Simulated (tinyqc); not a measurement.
Area and perimeter leakage from two diodes.

Question. A square diode and a finger diode leak I = JA area + JP perimeter. Find JA, JP and the side of the square at which both parts are equal.

areas (um^2): [90000, 60000]
perimeters (um): [1200, 24600]
leakage currents (pA): [1.0032000, 2.7156000]

Solution. Two linear equations give JA and JP; for a square of side a, JA a^2 = 4 JP a at a = 4 JP/JA.

JA = 1.000e-9 A/cm^2
JP = 8.600e-13 A/cm
side for equal parts = 34.40 um

tinyqc, about 0.01 s, one thread, Intel Xeon 2.30GHz (shared host): `OMP_NUM_THREADS=1 python tinyqc.py 2290096 2290097 out.jsonl`
